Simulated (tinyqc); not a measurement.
Cabrera-Mott growth of a thin oxide under its own electric field. Changing the temperature T. Computed by tinyqc, a small Python program. Command: `OMP_NUM_THREADS=1 python tinyqc.py 3014175 3014176 out.jsonl cabrera sweep`. One thread of a shared host (Intel(R) Xeon(R) Processor @ 2.30GHz), about 0.02 s of CPU time with the checks.

Electrons cross the film freely and set a fixed potential V across it; the field V/x lowers the barrier for ions entering the oxide.

Inputs (values chosen for the exercise, for a model metal):
```
quantity                     value        unit
barrier W                     1.74          eV
Mott potential V              0.85           V
ion charge number z              3           -
half jump distance b           1.6    angstrom
prefactor u0 = N Omega nu  2.2e+13  angstrom/s
starting thickness x0          3.6    angstrom
time t                       73000           s
```

Backward hops: ignored.

Constants: k_B = 8.617333262e-05 eV/K.

Method. u = u0 exp(-W/(k_B T)), X1 = z b V/(k_B T) with V in volts and k_B T in eV; dx/dt = u exp(X1/x). t(x) = int_(x0)^x dx / (dx/dt) by Gauss-Legendre quadrature (80 points on each side of (x0 + 2 x)/3), solved for x.

One run for each value:
```
temperature T (K)  thickness x (angstrom)  field at time t (MV/cm)  rate at time t (angstrom/s)
200                             4.197e+00                2.025e+01                    9.848e-07
250                             5.143e+00                1.653e+01                    1.817e-06
300                             6.572e+00                1.293e+01                    3.471e-06
350                             8.943e+00                9.505e+00                    7.197e-06
400                             1.346e+01                6.316e+00                    1.734e-05
450                             2.427e+01                3.503e+00                    5.472e-05
500                             6.328e+01                1.343e+00                    2.844e-04
550                             3.500e+02                2.429e-01                    3.200e-03
600                             4.242e+03                2.004e-02                    5.434e-02
```

What does the table show, and why?

Over the rows, thickness x (angstrom) rises from 4.20 to 4240 (exponent d ln y / d ln x 0.91 between the first rows and 29 between the last); field at time t (MV/cm) falls from 20.3 to 0.0200 (exponent d ln y / d ln x -0.91 between the first rows and -29 between the last); rate at time t (angstrom/s) rises from 9.85e-7 to 0.0543 (exponent d ln y / d ln x 2.7 between the first rows and 33 between the last). While x is well below X1, growth stalls where z b V/x has fallen to about W - k_B T ln(u0 t X1/x^2); heat closes that gap, so the film thickens slowly at first and steeply once W/(k_B T) nears that logarithm.

Caution (all rows): the starting field or rate is formal: the first layers form as fast as oxygen arrives. Caution (rows 500, 550, 600): X1/x is small, so backward hops, left out here, would cut the rate. Caution (rows 550, 600): electrons tunnel only through a few nanometres, so beyond about 10 nm a fixed Mott potential is doubtful.
